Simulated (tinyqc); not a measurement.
An infinitely deep well in a field (quantum-confined Stark shift), Airy functions: two steps of the calculation.

Hard walls at x = -L/2 and +L/2; between them U(x) = -F x (eV, zero at the centre). C = hbar^2/(2 m0), e = (C F^2/m1)^(1/3), z1 = (F L/2 - E)/e at the left wall and z2 = (-F L/2 - E)/e at the right wall. Levels are the roots of D(E) = Ai(z1) Bi(z2) - Ai(z2) Bi(z1).

Parameters, values chosen for the exercise:
```
symbol,value,unit,meaning
m1,0.083,m0,mass
L,12.8,nm,well width
F,0.011,V/nm,field
n,1,,level sought
```

Constants: q = 1.602176634e-19 C, hbar = 1.054571817e-34 J s, m0 = 9.1093837015e-31 kg, hbar^2/(2 m0) = 0.0380998212 eV nm^2. Results are converted to the units shown.

Task 1. Secant step for the level. Secant step from the last two trial energies, E_a the older and E_b the newer: next = E_b - D(E_b) (E_b - E_a)/(D(E_b) - D(E_a)).

second trial energy = 0.0263 eV
third trial energy = 0.018770544 eV

Give: D(E_a); D(E_b); fourth trial energy.

Result 1.

D(E_a) = 0.13796
D(E_b) = -0.040756
fourth trial energy = 0.020488 eV

Task 2. Stark shift. Exact shift E_n(F) - E_n(0), and the mean position <x> = -dE_n/dF. E_n(0) = C (n pi/L)^2/m1; second-order shift m1 F^2 L^4 (1 - 15/(pi n)^2)/(48 C pi^2 n^2).

Find: E_n; shift; <x>.

Result 2.

E_n = 0.02024 eV
shift = -7.410 meV
<x> = 1.290 nm

tinyqc, about 0.02 s, one thread, Intel Xeon 2.30GHz (shared host): `OMP_NUM_THREADS=1 python tinyqc.py 2580027 2580028 out.jsonl`
